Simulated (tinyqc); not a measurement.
RHF in the sto-6g basis, for BeH2, spin multiplicity 1, step by step. One step of it, computed by the program tinyqc.

Question. Iteration 2: building the Fock matrix. J_ij = sum D_kl (ij|kl), K_ij = sum D_kl (ik|jl); F = H + J - 0.5 K; E = tr D H + tr D J / 2 - 0.25 tr D K + E_nn.

D after iteration 1, lower triangle:
```
            1Be 1s     1Be 2s    1Be 2px    1Be 2py    1Be 2pz     2H 1s     3H 1s
1Be 1s    1.881082
1Be 2s   -0.056834   0.693928
1Be 2px   0.189580  -0.248577   0.233890
1Be 2py  -0.187127   0.315647  -0.346755   0.878517
1Be 2pz   0.154365   0.130109  -0.028101   0.043741   0.091285
2H 1s    -0.103149   0.249443  -0.121378   0.079297   0.026095  0.472070
3H 1s    -0.268205   0.132529  -0.077358  -0.426651  -0.039974  0.331089  0.912454
```

core Hamiltonian H = T + V (hartree), lower triangle:
```
            1Be 1s     1Be 2s    1Be 2px    1Be 2py    1Be 2pz      2H 1s      3H 1s
1Be 1s   -8.747215
1Be 2s   -2.062206  -2.826026
1Be 2px   0.000000   0.000000  -2.306065
1Be 2py   0.000000   0.000000   0.000000  -2.542204
1Be 2pz   0.000000   0.000000   0.000000   0.000000  -2.306065
2H 1s    -0.615136  -1.323913   0.000000  -1.353028   0.000000  -2.260233
3H 1s    -0.615136  -1.323913   0.000000   1.353028   0.000000  -0.146983  -2.260233
```

Two-electron integrals (ij|kl) in chemists' order, unique and non-zero (hartree):
```
(11|11) 2.299996    (21|11) 0.361879    (21|21) 0.071926    (22|11) 0.570332
(22|21) 0.139654    (22|22) 0.417773    (31|31) 0.015252    (32|31) 0.022555
(32|32) 0.092340    (33|11) 0.570332    (33|21) 0.139654    (33|22) 0.417773
(33|33) 0.450117    (41|41) 0.015252    (42|41) 0.022555    (42|42) 0.092340
(43|43) 0.024258    (44|11) 0.570332    (44|21) 0.139654    (44|22) 0.417773
(44|33) 0.401601    (44|44) 0.450117    (51|51) 0.015252    (52|51) 0.022555
(52|52) 0.092340    (53|53) 0.024258    (54|54) 0.024258    (55|11) 0.570332
(55|21) 0.139654    (55|22) 0.417773    (55|33) 0.401601    (55|44) 0.401601
(55|55) 0.450117    (61|11) 0.110491    (61|21) 0.021285    (61|22) 0.041014
(61|33) 0.040679    (61|41) 0.002098    (61|42) 0.004015    (61|44) 0.041686
(61|55) 0.040679    (61|61) 0.006660    (62|11) 0.231989    (62|21) 0.057510
(62|22) 0.183517    (62|33) 0.176997    (62|41) 0.008050    (62|42) 0.044854
(62|44) 0.196556    (62|55) 0.176997    (62|61) 0.018687    (62|62) 0.114190
(63|31) 0.005956    (63|32) 0.026056    (63|43) 0.008081    (63|63) 0.011411
(64|11) 0.238645    (64|21) 0.059987    (64|22) 0.200308    (64|33) 0.188591
(64|41) 0.013159    (64|42) 0.070320    (64|44) 0.223744    (64|55) 0.188591
(64|61) 0.020577    (64|62) 0.142566    (64|64) 0.185229    (65|51) 0.005956
(65|52) 0.026056    (65|54) 0.008081    (65|65) 0.011411    (66|11) 0.396579
(66|21) 0.100390    (66|22) 0.354804    (66|33) 0.329215    (66|41) 0.017655
(66|42) 0.122149    (66|44) 0.405982    (66|55) 0.329215    (66|61) 0.033977
(66|62) 0.273220    (66|64) 0.363881    (66|66) 0.774999    (71|11) 0.110491
(71|21) 0.021285    (71|22) 0.041014    (71|33) 0.040679    (71|41) -0.002098
(71|42) -0.004015   (71|44) 0.041686    (71|55) 0.040679    (71|61) 0.006037
(71|62) 0.015538    (71|64) 0.015475    (71|66) 0.026570    (71|71) 0.006660
(72|11) 0.231989    (72|21) 0.057510    (72|22) 0.183517    (72|33) 0.176997
(72|41) -0.008050   (72|42) -0.044854   (72|44) 0.196556    (72|55) 0.176997
(72|61) 0.015538    (72|62) 0.063035    (72|64) 0.061766    (72|66) 0.112498
(72|71) 0.018687    (72|72) 0.114190    (73|31) 0.005956    (73|32) 0.026056
(73|43) -0.008081   (73|63) 0.005170    (73|73) 0.011411    (74|11) -0.238645
(74|21) -0.059987   (74|22) -0.200308   (74|33) -0.188591   (74|41) 0.013159
(74|42) 0.070320    (74|44) -0.223744   (74|55) -0.188591   (74|61) -0.015475
(74|62) -0.061766   (74|64) -0.057193   (74|66) -0.107314   (74|71) -0.020577
(74|72) -0.142566   (74|74) 0.185229    (75|51) 0.005956    (75|52) 0.026056
(75|54) -0.008081   (75|65) 0.005170    (75|75) 0.011411    (76|11) 0.024870
(76|21) 0.005989    (76|22) 0.017506    (76|33) 0.017180    (76|44) 0.018159
(76|55) 0.017180    (76|61) 0.001771    (76|62) 0.007989    (76|64) 0.008927
(76|66) 0.016176    (76|71) 0.001771    (76|72) 0.007989    (76|74) -0.008927
(76|76) 0.000750    (77|11) 0.396579    (77|21) 0.100390    (77|22) 0.354804
(77|33) 0.329215    (77|41) -0.017655   (77|42) -0.122149   (77|44) 0.405982
(77|55) 0.329215    (77|61) 0.026570    (77|62) 0.112498    (77|64) 0.107314
(77|66) 0.200229    (77|71) 0.033977    (77|72) 0.273220    (77|74) -0.363881
(77|76) 0.016176    (77|77) 0.774999
```

nuclear repulsion = 3.40500098 hartree

Give: Coulomb J; exchange K; Fock matrix F; total energy of this density.

Answer.

Coulomb J (hartree), lower triangle:
```
         1Be 1s  1Be 2s  1Be 2px  1Be 2py  1Be 2pz  2H 1s  3H 1s
1Be 1s    6.270
1Be 2s    1.169   2.665
1Be 2px  -0.008  -0.048    2.605
1Be 2py  -0.006  -0.041   -0.018    2.793
1Be 2pz   0.010   0.030   -0.001    0.003    2.598
2H 1s     0.352   1.186   -0.020    1.307    0.010  2.368
3H 1s     0.355   1.250   -0.008   -1.410    0.007  0.117  2.619
```

exchange K (hartree), lower triangle:
```
         1Be 1s  1Be 2s  1Be 2px  1Be 2py  1Be 2pz  2H 1s  3H 1s
1Be 1s    4.303
1Be 2s    0.754   0.863
1Be 2px   0.061  -0.136    0.262
1Be 2py  -0.039   0.015   -0.156    0.982
1Be 2pz   0.111   0.089   -0.012    0.032    0.201
2H 1s     0.229   0.578   -0.153    0.560    0.050  0.896
3H 1s     0.237   0.616   -0.002   -0.721    0.012  0.079  1.259
```

Fock matrix F (hartree), lower triangle:
```
         1Be 1s  1Be 2s  1Be 2px  1Be 2py  1Be 2pz   2H 1s   3H 1s
1Be 1s   -4.629
1Be 2s   -1.270  -0.593
1Be 2px  -0.039   0.020    0.168
1Be 2py   0.014  -0.049    0.061   -0.241
1Be 2pz  -0.045  -0.014    0.005   -0.013    0.191
2H 1s    -0.378  -0.426    0.057   -0.326   -0.016  -0.340
3H 1s    -0.379  -0.382   -0.007    0.304    0.001  -0.070  -0.271
```

total energy of this density = -14.78352 hartree

This density is a damped mixture and is not idempotent.
